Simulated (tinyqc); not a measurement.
MOS capacitor on an n-type substrate, surface potential from the exact charge relation: one step of the calculation.

Uniform n-type substrate, Boltzmann statistics, full ionisation, classical densities. psi is the surface potential against the body (positive when the bands bend down) and u = -psi/Vt. Traps are spread evenly over the gap and neutral at flat band, so their charge is -q Dit psi; the minority quasi-Fermi level is shifted by Vb.

Task. Newton step for the surface potential. u = -psi/Vt; F^2 = exp(-u) + u - 1 + r (exp(u) - u - 1); Qs = +sign(u) Q0 F; Cs = -dQs/dpsi = (Q0/Vt) |1 - exp(-u) + r (exp(u) - 1)|/(2 F). f = Vfb + psi + (q Dit psi - Qs)/Cox - Vg, f' = 1 + (Cs + q Dit)/Cox, psi(new) = psi - f/f'.

Inputs (values chosen for the exercise); band and dielectric values close to those of silicon:

| symbol | value | unit | meaning |
|---|---|---|---|
| T | 300 | K | temperature |
| Dit | 0 | cm^-2 eV^-1 | density of interface traps |
| Vg | -0.34 | V | gate voltage against the body |

Constants: q = 1.602176634e-19 C, kB = 1.380649e-23 J/K, Vt = kB T/q. Results are converted to the units shown.

psi after iteration 1 = -0.58038697 V
Cox = 0.23283235 uF/cm^2
Vfb = 0.30943692 V
Q0 = 3.6736734 nC/cm^2
r = 2.0551096e-11

Give: u; F; Qs; Cs; f; f'; psi after iteration 2.

Result.

u = 22.45
F = 4.644
Qs = 17.06 nC/cm^2
Cs = 0.01707 uF/cm^2
f = -0.004223 V
f' = 1.073
psi after iteration 2 = -0.5765 V

tinyqc, about 0.03 s, one thread, Intel Xeon 2.30GHz (shared host): `OMP_NUM_THREADS=1 python tinyqc.py 2060048 2060049 out.jsonl`
